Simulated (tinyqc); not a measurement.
Worked calculation (part 2 of 2): RHF in the sto-3g basis, for BeH2, spin multiplicity 1. Computed by tinyqc, a small Python program that keeps every step (integrals from PySCF). Command: `OMP_NUM_THREADS=1 python tinyqc.py 22238 22239 out.jsonl` (the two numbers bound the seeds that draw the settings). One thread of a shared host (Intel(R) Xeon(R) Processor @ 2.60GHz), about 0.07 s of CPU time with the checks.

Geometry (angstrom):
```
atom         x          y         z
Be    0.000000   0.000000  0.000000
H     0.000000   1.281000  0.000000
H     0.000000  -1.281000  0.000000
```

## Iteration 7 (converged): orbitals

converged F (hartree), order 1Be 1s, 1Be 2s, 1Be 2px, 1Be 2py, 1Be 2pz, 2H 1s, 3H 1s:
```
[[-4.514401, -1.288031, 0.000000, 0.000000, 0.000000, -0.403558, -0.403558],
 [-1.288031, -0.643952, 0.000000, 0.000000, 0.000000, -0.440639, -0.440639],
 [0.000000, 0.000000, 0.210486, 0.000000, 0.000000, 0.000000, 0.000000],
 [0.000000, 0.000000, 0.000000, -0.261402, 0.000000, -0.341606, 0.341606],
 [0.000000, 0.000000, 0.000000, 0.000000, 0.210486, 0.000000, 0.000000],
 [-0.403558, -0.440639, 0.000000, -0.341606, 0.000000, -0.339740, -0.063054],
 [-0.403558, -0.440639, 0.000000, 0.341606, 0.000000, -0.063054, -0.339740]]
```

X, order 1Be 1s, 1Be 2s, 1Be 2px, 1Be 2py, 1Be 2pz, 2H 1s, 3H 1s:
```
[[1.028186, -0.152508, 0.000000, 0.000000, 0.000000, 0.015412, 0.015412],
 [-0.152508, 1.295323, 0.000000, 0.000000, 0.000000, -0.343634, -0.343634],
 [0.000000, 0.000000, 1.000000, 0.000000, 0.000000, 0.000000, 0.000000],
 [0.000000, 0.000000, 0.000000, 1.445470, 0.000000, -0.500924, 0.500924],
 [0.000000, 0.000000, 0.000000, 0.000000, 1.000000, 0.000000, 0.000000],
 [0.015412, -0.343634, 0.000000, -0.500924, 0.000000, 1.358518, -0.127672],
 [0.015412, -0.343634, 0.000000, 0.500924, 0.000000, -0.127672, 1.358518]]
```

Diagonalise F' = X^T F X, C = X C', fill 3 alpha and 3 beta electrons from the bottom; D = 2 C_occ C_occ^T. Each column has its largest component positive (the first on a tie).

F' = X^T F X (hartree):
```
[[-4.405135, -0.682747, 0.000000, 0.000000, 0.000000, -0.078343, -0.078343],
 [-0.682747, -0.071750, 0.000000, 0.000000, 0.000000, -0.352171, -0.352171],
 [0.000000, 0.000000, 0.210486, 0.000000, 0.000000, 0.000000, 0.000000],
 [0.000000, 0.000000, 0.000000, 0.304364, 0.000000, -0.510031, 0.510031],
 [0.000000, 0.000000, 0.000000, 0.000000, 0.210486, 0.000000, 0.000000],
 [-0.078343, -0.352171, 0.000000, -0.510031, 0.000000, 0.126323, -0.148620],
 [-0.078343, -0.352171, 0.000000, 0.510031, 0.000000, -0.148620, 0.126323]]
```

orbital energies (hartree): [-4.517877, -0.466261, -0.431789, 0.210486, 0.210486, 0.484956, 1.011096]

coefficients C, order 1Be 1s, 1Be 2s, 1Be 2px, 1Be 2py, 1Be 2pz, 2H 1s, 3H 1s:
```
[[0.991748, -0.228720, 0.000000, 0.000000, 0.000000, -0.212188, 0.000000],
 [0.031602, 0.544733, 0.000000, 0.000000, 0.000000, 1.280451, 0.000000],
 [0.000000, 0.000000, 0.000000, 0.553591, 0.832788, 0.000000, 0.000000],
 [0.000000, 0.000000, 0.505623, 0.000000, 0.000000, 0.000000, 1.528261],
 [0.000000, 0.000000, 0.000000, 0.832788, -0.553591, 0.000000, 0.000000],
 [-0.002238, 0.395709, 0.400055, 0.000000, 0.000000, -0.848070, -1.093280],
 [-0.002238, 0.395709, -0.400055, 0.000000, 0.000000, -0.848070, 1.093280]]
```

D after iteration 7, order 1Be 1s, 1Be 2s, 1Be 2px, 1Be 2py, 1Be 2pz, 2H 1s, 3H 1s:
```
[[2.071752, -0.186499, 0.000000, 0.000000, 0.000000, -0.185452, -0.185452],
 [-0.186499, 0.595465, 0.000000, 0.000000, 0.000000, 0.430969, 0.430969],
 [0.000000, 0.000000, 0.000000, 0.000000, 0.000000, 0.000000, 0.000000],
 [0.000000, 0.000000, 0.000000, 0.511308, 0.000000, 0.404554, -0.404554],
 [0.000000, 0.000000, 0.000000, 0.000000, 0.000000, 0.000000, 0.000000],
 [-0.185452, 0.430969, 0.000000, 0.404554, 0.000000, 0.633269, -0.006908],
 [-0.185452, 0.430969, 0.000000, -0.404554, 0.000000, -0.006908, 0.633269]]
```

Within a degenerate level the vectors are fixed only up to a rotation; this is one choice.

## Convergence

Stop when the energy changes by less than 1e-10 hartree and every element of the error matrix X^T (F D S - S D F) X is below 3e-06.

Course of the cycle:
```
iteration   E (hartree)     change  largest element of the error matrix
1          -15.20233625          -                             5.37e-01
2          -15.55801454  -3.56e-01                             5.85e-02
3          -15.56127061  -3.26e-03                             1.31e-03
4          -15.56127491  -4.30e-06                             2.24e-04
5          -15.56127502  -1.11e-07                             9.28e-06
6          -15.56127502  -1.02e-10                             4.77e-09
7          -15.56127502   7.11e-15                             2.24e-09
```

PySCF RHF in the same basis = -15.56127502 hartree

Converged in 7 iterations.

## Populations, bond orders and dipole

overlap S, order 1Be 1s, 1Be 2s, 1Be 2px, 1Be 2py, 1Be 2pz, 2H 1s, 3H 1s:
```
[[1.000000, 0.259517, 0.000000, 0.000000, 0.000000, 0.079165, 0.079165],
 [0.259517, 1.000000, 0.000000, 0.000000, 0.000000, 0.484003, 0.484003],
 [0.000000, 0.000000, 1.000000, 0.000000, 0.000000, 0.000000, 0.000000],
 [0.000000, 0.000000, 0.000000, 1.000000, 0.000000, 0.541774, -0.541774],
 [0.000000, 0.000000, 0.000000, 0.000000, 1.000000, 0.000000, 0.000000],
 [0.079165, 0.484003, 0.000000, 0.541774, 0.000000, 1.000000, 0.044040],
 [0.079165, 0.484003, 0.000000, -0.541774, 0.000000, 0.044040, 1.000000]]
```

Mulliken: Z minus the diagonal of D S on the atom; Loewdin: the same with S^(1/2) D S^(1/2); Mayer order: 2 sum_s sum (D(s) S)_ij (D(s) S)_ji over the two atoms.

Charges (e):
```
atom   Mulliken    Loewdin
1Be    0.092102   0.072164
2H    -0.046051  -0.036082
3H    -0.046051  -0.036082
```

Mayer bond orders:
```
pair     order
2-1   0.997861
3-1   0.997861
3-2   0.000018
```

dipole moment about the origin, x y z (debye): [0.000000, 0.000000, 0.000000]
